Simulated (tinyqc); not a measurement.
Inside a calculation. Method: MP2 on RHF in the sto-3g basis, for H3+, spin multiplicity 1. One step of it, computed by the program tinyqc.

Question. Second-order Moller-Plesset energy. E2 = sum_ijab (ia|jb) [2 (ia|jb) - (ib|ja)] / (e_i + e_j - e_a - e_b) over occupied i, j and virtual a, b; the opposite-spin part is (ia|jb)^2 / denominator, the rest is same-spin, and SCS-MP2 scales them by 6/5 and 1/3.

orbital energies (hartree): MO1 -0.982356, MO2 -0.133734, MO3 -0.133725

Two-electron integrals over orbitals (pq|rs), unique and non-zero (hartree):
```
(11|11) 0.537233    (21|21) 0.146773    (22|11) 0.527131    (22|22) 0.619273
(31|11) 1.56e-06    (31|22) -0.103898   (31|31) 0.146773    (32|21) -0.103899
(32|32) 0.081469    (33|11) 0.527133    (33|22) 0.456339    (33|31) 0.103898
(33|33) 0.619274
```

Hartree-Fock energy = -1.20493345 hartree

Give: Terms; Pair energies; MP2 correlation energy; SCS-MP2 correlation energy; MP2 total energy.

Answer.

Terms:
```
i  j  a  b  (ia|jb)  (ib|ja)  denominator     term
1  1  2  2   0.1468   0.1468      -1.6972  -0.0127
1  1  3  3   0.1468   0.1468      -1.6973  -0.0127
```

Pair energies (hartree; pair i-j sums ij and ji):
```
pair  opposite spin  same spin
1-1         -0.0254     0.0000
```

MP2 correlation energy = -0.025385 hartree

SCS-MP2 correlation energy = -0.030462 hartree

MP2 total energy = -1.230318 hartree
